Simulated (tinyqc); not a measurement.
# Changing the starting point (curvature and rotation are those of the first step)

Model: minimum-mode following (dimer method) and harmonic rate on a two-dimensional model surface. Computed by tinyqc, a small Python program. Command: `OMP_NUM_THREADS=1 python tinyqc.py 3010978 3010979 out.jsonl dimer sweep`. One thread of a shared host (Intel(R) Xeon(R) Processor @ 2.30GHz), about 0.04 s of CPU time with the checks.

V(x, y) = -A (cos kx + cos ky) - B cos kx cos ky + (C sin ky + S sin kx)(1 - cos kx), k = 2 pi/a; the atom hops from the minimum at (0, 0) to that at (a, 0).

Inputs (values chosen for the exercise, for a model surface): amplitude A = 0.43 eV; amplitude B = 0.14 eV; skew C = 0.12 eV; asymmetry S = -0.056 eV; period a = 3.4 angstrom; offset of the start in y = 0.088 angstrom; first angle of the dimer = 20 degrees; half length delta = 0.02 angstrom; step factor eta = 0.3 angstrom^2/eV.

Surface: adatom on a square lattice.

Method:
- Newton steps x(new) = x - H^-1 grad V (moves limited to 0.3 angstrom) from (0, 0), (a, 0) and (a/2, 0) give the two minima and the saddle.
- R0 = start minimum + fraction x (saddle - minimum) + (0, offset); in practice such a guess comes from a displaced minimum.
- Dimer at R with unit axis N = (cos phi, sin phi) and normal T = (-sin phi, cos phi). Gradients g at R +/- delta N and at R +/- delta T give H N and H T by central differences, (g+ - g-)/(2 delta). With C_N = N.H N, C_T = T.H T and b = T.H N, rotate by theta = (1/2) atan2(-2b, C_T - C_N), the angle of least curvature C = (C_N + C_T)/2 - sqrt((C_N - C_T)^2/4 + b^2).
- Translate along F = -g + 2 (g.N) N if C < 0, else along F = (g.N) N, with the new axis: R(new) = R + eta F, the move limited to 0.2 angstrom.
- R0 = start minimum + fraction x (saddle - minimum) + (0, offset). Stop when |g| is below 1e-5 eV/angstrom, after 150 steps at most.

One run for each value; columns: (1) start as a fraction of the way from minimum to saddle; (2) steps; (3) least curvature C (eV/angstrom^2); (4) rotation theta (degrees):
```
(1)  (2)      (3)      (4)
0.2   28   1.1823  -40.669
0.3   27   0.7124  -39.684
0.4   26   0.2884  -38.863
0.5   24  -0.0866  -37.259
0.6   22  -0.4449  -34.321
0.7   18  -0.8248  -30.152
0.8   21  -1.2313  -25.535
0.9   21  -1.6092  -21.257
```

Describe and explain the trends.

Over the rows, steps goes from 28.0 through a minimum among these rows, 18.0 at 0.700, to 21.0. Starts with a positive curvature must first climb out of the convex region around the minimum.

Extremes, crossings and ranges named in words are read from the listed rows.
